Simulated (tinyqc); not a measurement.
## Stability and critical current from long pulses

Inverse problem. For long pulses a magnetic tunnel junction switches at I = Ic0 [1 - ln(tp/t0)/Delta]. Find Ic0 and Delta.

Inputs (values chosen for the exercise):
- t0 = 1 ns (attempt time)

switching current for pulses of 0.0001 and 1 s (uA): 58.561661  51.937873

Solution. I is linear in ln tp: it equals Ic0 at tp = t0, and the slope is -Ic0/Delta.

Ic0 = 66.8 uA
Delta = 92.9

Program tinyqc, `OMP_NUM_THREADS=1 python tinyqc.py 2450024 2450025 out.jsonl`; Intel Xeon 2.30GHz, shared host, one thread, about 0.01 s.
